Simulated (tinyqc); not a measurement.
Inside a calculation. Method: harmonic frequencies on the RHF/3-21g surface (energies and gradients from PySCF), for H3+, spin multiplicity 1. Computed by tinyqc, a small Python program that keeps every step (integrals from PySCF). Settings: charge = 1, multiplicity = 1, basis = 3-21g, delta = 0.005. Command: `OMP_NUM_THREADS=1 python tinyqc.py 30750 30751 out.jsonl` (the two numbers bound the seeds that draw the settings). One thread of a shared host (Intel(R) Xeon(R) Processor @ 2.60GHz), about 2 s of CPU time with the checks.

## One row of the Hessian: 1Hy

optimised positions (bohr), order 1H, 2H, 3H:
```
[[0.110996, 0.960775, -0.067719],
 [-0.009581, -0.412344, 0.744605],
 [-0.059840, -0.421819, -0.854521]]
```

gradient at +delta (hartree/bohr), order 1H, 2H, 3H:
```
[[0.00015576, 0.00147789, -0.00001230],
 [-0.00006861, -0.00073607, 0.00029723],
 [-0.00008715, -0.00074182, -0.00028492]]
```

gradient at -delta (hartree/bohr), order 1H, 2H, 3H:
```
[[-0.00015893, -0.00149586, 0.00000828],
 [0.00006955, 0.00074133, -0.00030336],
 [0.00008939, 0.00075453, 0.00029508]]
```

Displace 1Hy by +/-0.005 bohr; H(k, :) = (g(+) - g(-)) / (2 delta).

row of the Hessian (hartree/bohr^2): [0.03146958, 0.29737498, -0.00205820, -0.01381596, -0.14773940, 0.06005854, -0.01765362, -0.14963558, -0.05800034]

## Hessian by finite differences

All rows are made in the same way, and the matrix is symmetrised.

Hessian (symmetrised) (hartree/bohr^2), order 1Hx, 1Hy, 1Hz, 2Hx, 2Hy, 2Hz, 3Hx, 3Hy, 3Hz:
```
[[0.00344232, 0.03146830, 0.00335378, -0.00119414, -0.01255642, 0.00453648, -0.00224814, -0.01891189, -0.00789026],
 [0.03146830, 0.29737498, -0.00205827, -0.01381509, -0.14773945, 0.06005604, -0.01765282, -0.14963563, -0.05799778],
 [0.00335378, -0.00205827, 0.11597085, 0.00887058, 0.10093228, -0.05945582, -0.01222435, -0.09887401, -0.05651516],
 [-0.00119414, -0.01381509, 0.00887058, 0.00151995, 0.01446371, -0.00054425, -0.00032582, -0.00064862, -0.00832633],
 [-0.01255642, -0.14773945, 0.10093228, 0.01446371, 0.15948631, -0.07943951, -0.00190747, -0.01174681, -0.02149278],
 [0.00453648, 0.06005604, -0.05945582, -0.00054425, -0.07943951, 0.25578932, -0.00399186, 0.01938326, -0.19633343],
 [-0.00224814, -0.01765282, -0.01222435, -0.00032582, -0.00190747, -0.00399186, 0.00257393, 0.01956031, 0.01621622],
 [-0.01891189, -0.14963563, -0.09887401, -0.00064862, -0.01174681, 0.01938326, 0.01956031, 0.16138250, 0.07949076],
 [-0.00789026, -0.05799778, -0.05651516, -0.00832633, -0.02149278, -0.19633343, 0.01621622, 0.07949076, 0.25284866]]
```

## Normal modes

masses (u): [1.007825, 1.007825, 2.014102]

Diagonalise H_ij / sqrt(m_i m_j); the 6 smallest eigenvalues belong to translations and rotations; wavenumber = sqrt(eigenvalue / 1822.888) x 219474.63; each mode has its largest component positive (the first on a tie); zero-point energy = sum of wavenumbers / 2, with 349.755 1/cm per kcal/mol. A mass of 2.014 u marks deuterium.

eigenvalues of the mass-weighted Hessian (hartree/(bohr^2 u)): [-0.000003, 0.000000, 0.000000, 0.000000, 0.000000, 0.000005, 0.261215, 0.287974, 0.484863]

harmonic wavenumbers of the vibrations (1/cm): [2627.3, 2758.6, 3579.4]

mass-weighted modes, order 1Hx, 1Hy, 1Hz, 2Hx, 2Hy, 2Hz, 3Hx, 3Hy, 3Hz:
```
[[-0.014649, -0.067527, 0.064930],
 [0.018555, -0.546500, 0.656495],
 [-0.539501, -0.310966, -0.151949],
 [-0.058168, 0.019870, -0.032355],
 [-0.477051, 0.003773, -0.451404],
 [-0.246247, 0.632094, 0.503474],
 [0.051509, 0.033711, -0.023042],
 [0.324331, 0.383913, -0.145078],
 [0.555822, -0.227159, -0.248662]]
```

zero-point energy = 12.816458 kcal/mol
